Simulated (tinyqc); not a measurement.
Gamma, L and X subbands of a thin body with non-parabolic valleys: sweeps and comparisons. A value that a table varies takes the place of the one given here.

Hard walls, flat band, c = hbar^2/2m0, energies from the bulk Gamma edge. For a valley at angle theta to the normal 1/m_z = cos^2/ml + sin^2/mt and m_d = sqrt(ml mt^2/m_z). Subband n starts at E_v + e with e (1 + a e) = c (n pi/t)^2/m_z, and its density-of-states mass is taken as m_d (1 + 2 a e), without further growth at higher in-plane energy. Groups are named by valley and degeneracy.

n_i = g m/(2 pi c) kB T ln(1 + exp((EF - E_i)/kB T)), sum n_i = Ns (1e12/cm^2 = 1e-4/angstrom^2), c = hbar^2/2m0. Quantum capacitance Cq = 1602.176634 sum g m/(2 pi c) f_i in microfarad/cm^2 with f_i = 1/(1 + exp((E_i - EF)/kB T)); Cox = 34.5313/eot (one gate); C/Cox = Cq/(Cq + Cox), the centroid term left out.

Constants: hbar^2/2m0 = 3.80998211 eV angstrom^2; kB = 8.617333262e-05 eV/K.

Inputs chosen for the exercise (near those of a thin GaAs channel; not measured data): face = 100 (surface); mG = 0.0663 m0 (Gamma mass); aG = 0.57 1/eV (Gamma non-parabolicity); EL = 0.289 eV (L edge above Gamma); mL = (1.835, 0.078) m0 (L valleys (four, along <111>): ml, mt); EX = 0.453 eV (X edge above Gamma); mX = (1.336, 0.232) m0 (X valleys (three, along <100>): ml, mt); aS = 0.43 1/eV (non-parabolicity of L and X); Ns = 3.6 x 1e12/cm^2 (sheet density); T = 300 K (temperature); eot = 9 angstrom (equivalent oxide thickness); ts = (20, 26, 34, 45, 60, 85, 130) angstrom (thicknesses); t = 24 angstrom (body thickness); Nl = (0.5, 1, 2, 4, 7, 11, 16) x 1e12/cm^2 (sheet densities).

## Thinning the body

Lowest edge of each valley type, the lowest group, the Gamma share and C/Cox, with n = 1 to 8 of all groups.

Results:
```
t (angstrom)  Gamma (eV)  L (eV)  X (eV)  lowest  Gamma share (%)  C/Cox
20                 0.928   0.932   0.521      X1              0.0  0.761
26                 0.620   0.701   0.494      X1              0.7  0.770
34                 0.400   0.545   0.477      G1             61.6  0.779
45                 0.246   0.441   0.467      G1             91.5  0.659
60                 0.145   0.377   0.461      G1             96.6  0.604
85                 0.075   0.334   0.457      G1             98.4  0.583
130                0.033   0.308   0.455      G1             99.5  0.663
```

What does this show?

From 130 down to 20 angstrom Gamma rises by 0.89 eV, L by 0.62 and X by 0.07 eV, the light Gamma mass moving most. The lowest group changes from G1 to X1 between 34 and 26 angstrom. The Gamma share goes from 100 % to 0 %. C/Cox is 0.66 and 0.76 at the ends and lies between 0.58 and 0.78. Hard walls overstate the rise in the thinnest rows.

## Raising the sheet density

Fixed thickness, n = 1 to 8 of all groups; the gate overdrive above the lowest edge is (EF - E_lowest)/e + 0.1602177 Ns/Cox in volts.

Results:
```
Ns (1e12/cm^2)  EF - lowest (eV)  Gamma share (%)     Cq  C/Cox  overdrive (V)
0.5                       -0.040              0.0   2.83  0.424         -0.020
1.0                       -0.020              0.0   5.17  0.574          0.022
2.0                        0.003              0.0   8.74  0.695          0.087
4.0                        0.032              0.0  13.06  0.773          0.199
7.0                        0.065              0.1  16.59  0.812          0.357
11.0                       0.099              0.2  21.35  0.848          0.558
16.0                       0.130              0.5  30.40  0.888          0.799
```

What does this show?

The lowest subband is X1 n=1; the light Gamma level lies 202 meV above it, lifted there by confinement. At the highest density band filling takes 0.130 V of the 0.799 V overdrive. Cq grows from 2.8 to 30.4 microfarad/cm^2 while EF moves from -0.040 to +0.130 eV against the lowest edge; the Gamma share stays near 0 %.

## What each parameter does

n = 1 to 8 of all groups. Each row changes one parameter from the base and keeps the others.

Results:
```
case                  lowest edge (eV)  EF (eV)  Gamma share (%)  C/Cox
base                             0.501    0.528              0.0  0.764
t = 18 angstrom                  0.537    0.564              0.0  0.762
mG = 0.0762 m0                   0.501    0.528              0.7  0.765
aG = 0.4 1/eV                    0.501    0.528              0.0  0.764
EL = 0.339 eV                    0.501    0.528              0.0  0.764
Ns = 5.4 x 1e12/cm^2             0.501    0.549              0.1  0.795
eot = 7 angstrom                 0.501    0.528              0.0  0.715
T = 250 K                        0.501    0.532              0.0  0.775
```

What can be read from the table?

The largest shifts from the base row, up to three for each result and ties (the steps differ in size, so this ranks the rows, not the parameters). lowest edge (eV): t +0.036; unchanged at the printed digits by mG, aG, EL, Ns, eot and T. EF (eV): t +0.035, Ns +0.021, T +0.003; unchanged at the printed digits by mG, aG, EL and eot. Gamma share (%): mG +0.7, Ns +0.0; unchanged at the printed digits by t, aG, EL, eot and T. C/Cox: eot -0.048, Ns +0.032, T +0.011; unchanged at the printed digits by aG and EL.

tinyqc: `OMP_NUM_THREADS=1 python tinyqc.py 1280498 1280499 out.jsonl`; about 0.04 s, one thread, shared Intel(R) Xeon(R) Processor @ 2.30GHz.
